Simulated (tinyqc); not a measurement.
From results back to parameters: band-to-band tunnelling across a p-n junction in a two-band chain. Five cases, with inputs chosen for the exercise.

Problem. In a uniform field T = exp(-B/F), B = (pi/4) sqrt(m/c) Eg^(3/2), c = hbar^2/2m0, 1 V/angstrom = 100 MV/cm. m is the band-edge mass, the same for both bands (twice the reduced mass). The ratio below comes from a hidden m.

Constants: hbar^2/2m0 = 3.80998211 eV angstrom^2.

Find: B; m.

Method. B is the logarithm over 1/F1 - 1/F2, and m = c (4B/pi)^2/Eg^3 with B in V/angstrom.

Case 1.

Values chosen (out of a larger set: gap and mass near those of InSb; not measured data): Eg = 0.172 eV (gap); F1 = 1.13 MV/cm (first field); F2 = 3.17 MV/cm (second field).

ln(T2/T1) = 0.196833

Solution.

B = 0.346 MV/cm
m = 0.0145 m0

Case 2.

Values chosen (out of a larger set: gap and mass near those of GaAs; not measured data): Eg = 1.457 eV (gap); F1 = 1.3 MV/cm (first field); F2 = 2.11 MV/cm (second field).

ln(T2/T1) = 5.599370

Solution.

B = 18.962 MV/cm
m = 0.0718 m0

Case 3.

Values chosen (out of a larger set: gap and mass near those of InSb; not measured data): Eg = 0.189 eV (gap); F1 = 0.9 MV/cm (first field); F2 = 2.04 MV/cm (second field).

ln(T2/T1) = 0.243760

Solution.

B = 0.393 MV/cm
m = 0.0141 m0

Case 4.

Values chosen (out of a larger set: gap and mass near those of InSb; not measured data): Eg = 0.185 eV (gap); F1 = 1.3 MV/cm (first field); F2 = 3.36 MV/cm (second field).

ln(T2/T1) = 0.178663

Solution.

B = 0.379 MV/cm
m = 0.0140 m0

Case 5.

Values chosen (out of a larger set: gap and mass near those of InSb; not measured data): Eg = 0.173 eV (gap); F1 = 0.86 MV/cm (first field); F2 = 2.84 MV/cm (second field).

ln(T2/T1) = 0.271705

Solution.

B = 0.335 MV/cm
m = 0.0134 m0

Computed by tinyqc, one run a case: `OMP_NUM_THREADS=1 python tinyqc.py N N+1 out.jsonl` with N = 1480510, 1480575, 1480636, 1480685, 1480736; one thread of a shared Intel(R) Xeon(R) Processor @ 2.30GHz, about 0.01 s a run at most.
